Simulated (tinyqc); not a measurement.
Worked calculation: mobility of a non-polar semiconductor in the relaxation-time approximation. Computed by tinyqc, a small Python program that keeps every step. Command: `OMP_NUM_THREADS=1 python tinyqc.py 3025562 3025563 out.jsonl rta walk`. One thread of a shared host (Intel(R) Xeon(R) Processor @ 2.30GHz), about 0.01 s of CPU time with the checks. Intermediate numbers are printed to about 7 digits and carried at full precision; extremes and crossings named in words are read from the listed rows.

Each valley is treated as a sphere of mass m_d for states and rates, with one isotropic relaxation time; the conductivity mass m_c sets the current.

Inputs (values chosen for the exercise, modelled on electrons in silicon):
```
quantity                                            value       unit
longitudinal mass m_l                               0.938        m_0
transverse mass m_t                                 0.185        m_0
equivalent valleys Z                                    6          -
static permittivity eps_s                            11.7          -
density rho                                          2329     kg/m^3
sound velocity v_l                                   9070        m/s
acoustic deformation potential D_A                    9.3         eV
phonon energy hbar w                                 58.2        meV
optical or intervalley deformation potential D_o      5.3  1e8 eV/cm
final valleys Z_f                                       5          -
carrier density n                                 3.5e+16     1/cm^3
compensation ratio C                                    0          -
temperature T                                         300          K
alloy fraction x                                      0.5          -
alloy potential U                                    0.84         eV
lattice constant a                                   5.49   angstrom
```

Band: parabolic. Impurity formula: Brooks-Herring. Further scattering: alloy.

Constants: k_B = 8.617333262e-05 eV/K; m_0 = 9.1093837015e-31 kg; e = 1.602176634e-19 C; hbar = 1.054571817e-34 J s; eps_0 = 8.8541878128e-12 F/m; k_B = 1.380649e-23 J/K; hbar = 6.582119569e-16 eV s.

## Masses

m_d = (m_l m_t^2)^(1/3); 1/m_c = (1/m_l + 2/m_t)/3; Hall mass factor A = 3 K_m (K_m + 2)/(2 K_m + 1)^2, K_m = m_l/m_t; N_I = n (1 + C)/(1 - C).

density-of-states mass m_d = 0.3178206 m_0

conductivity mass m_c = 0.2525910 m_0

Hall mass factor A = 0.8665145

ionised impurity density N_I = 3.50e+16 1/cm^3

## Fermi level and screening

Parabolic band: E = hbar^2 k^2/(2 m), speed v = hbar k/m, states per spin, volume and energy g(E) = m k/(2 pi^2 hbar^2). Here m = m_d. Masses are multiplied by m_0 and all formulas are in SI units. The reduced Fermi level eta = E_F/(k_B T) solves n = 2 Z int g f dE with f = 1/(1 + exp(x - eta)) (Z = 1 unless valleys are given); screening length L_s = sqrt(eps_s eps_0 k_B T/(e^2 dn/deta)), dn/deta = 2 Z int g f (1 - f) dE. Integrals over x = E/(k_B T) use 160 Gauss-Legendre points in u = sqrt(x) from 0 to sqrt(max(eta, 0) + 32).

reduced Fermi level eta = -6.646940

screening length L_s = 21.85872 nm

The gas is non-degenerate (eta < -2), and L_s is close to the Debye length.

## Rates at a few energies

Phonon occupation N_q = 1/(exp(hbar w/(k_B T)) - 1). Acoustic deformation potential (elastic, equipartition, absorption and emission together): 1/tau = 2 pi k_B T D_A^2 g(E)/(hbar rho v_l^2). Optical or intervalley deformation potential: 1/tau = (pi Z_f D_o^2/(rho w)) [N_q g(E + hbar w) + (N_q + 1) g(E - hbar w)], with g = 0 below the band edge. Each optical term is multiplied by (1 - f(E'))/(1 - f(E)), E' the final energy, for Pauli blocking. Singly charged impurities, momentum relaxation: 1/tau = N_I e^4 m (1 + 2 alpha E) Phi/(8 pi (eps_s eps_0)^2 hbar^3 k^3), with alpha = 0 for a parabolic band. Brooks-Herring: Phi = ln(1 + b) - b/(1 + b), b = 4 k^2 L_s^2. Alloy disorder: 1/tau = (2 pi/hbar) Omega x (1 - x) U^2 g(E), Omega = a^3/4 (other conventions for Omega rescale U).

Rates (1e12/s) at E = (max(eta, 0) + 0.5, 1, 2, 4) k_B T:
```
E (meV)   acoustic   optical  ionised impurity     alloy
12.9260   1.238402  0.657798          2.586071   4.83316
25.8520   1.751365  0.714879          1.059393   6.83511
51.7040   2.476803  0.817237          0.426025   9.66631
103.4080  3.502729  5.968344          0.168853  13.67023
```

## Mobility for each process alone

mu = (m_d/m_c) (2 Z e/(3 n k_B T)) int g v^2 tau f (1 - f) dE. Averages over x are split at the emission threshold x_0 = hbar w/(k_B T): 64 Gauss-Legendre points in sqrt(x) below it and 128 in sqrt(x - x_0) above it, up to x = max(eta, 0) + 32.

acoustic mobility = 2990.256 cm^2/(V s)

optical mobility = 5667.283 cm^2/(V s)

ionised impurity mobility = 23936.59 cm^2/(V s)

alloy mobility = 766.1946 cm^2/(V s)

## All processes together

Rates are added at each energy before the average. With <y> = int g v^2 y f (1 - f) dE: Hall factor r_H = A (3 n k_B T/(2 Z m_d)) <tau^2/(1 + 2 alpha E)>/<tau>^2 (alpha = 0 for a parabolic band); Hall mobility r_H mu; |S| = (k_B/e) (<x tau>/<tau> - eta); resistivity 1/(n e mu).

drift mobility mu = 478.4316 cm^2/(V s)

Hall factor r_H = 0.9595382

Hall mobility = 459.0734 cm^2/(V s)

Seebeck coefficient |S| = 747.5119 microvolt/K

resistivity = 0.3727363 ohm cm

Taking r_H = 1 in a Hall measurement would give a density 1.04 times the true one.

## Matthiessen's rule against the full average

Matthiessen's rule adds 1/mu of the separate processes.

Separate mobilities:
```
process           mu (cm^2/(V s))  share of the sum of 1/mu (%)
acoustic                  2990.26                      18.00084
optical                   5667.28                       9.49787
ionised impurity         23936.59                       2.24874
alloy                      766.19                      70.25255
```

mobility by Matthiessen's rule = 538.2712 cm^2/(V s)

excess of Matthiessen's rule over the full mu = 12.50746 %

The rule gives 538.3 against the full 478.4, 12.5 % too high; it can only overestimate, since each separate average is carried by the energies where that process is weak. The largest shares are alloy (70 %) and acoustic (18 %).

Checks made by the program: n against 2 Z (m k_B T/2 pi hbar^2)^(3/2) (2/sqrt(pi)) F_1/2(eta) by adaptive quadrature (relative difference below 1e-10); acoustic mobility against its closed form in Fermi integrals (relative difference below 1e-10); the sum rule (2 Z/(3 k_B T)) int g v^2 (1 + 2 alpha E) f (1 - f) dE = n/m_d (relative difference below 1e-10).
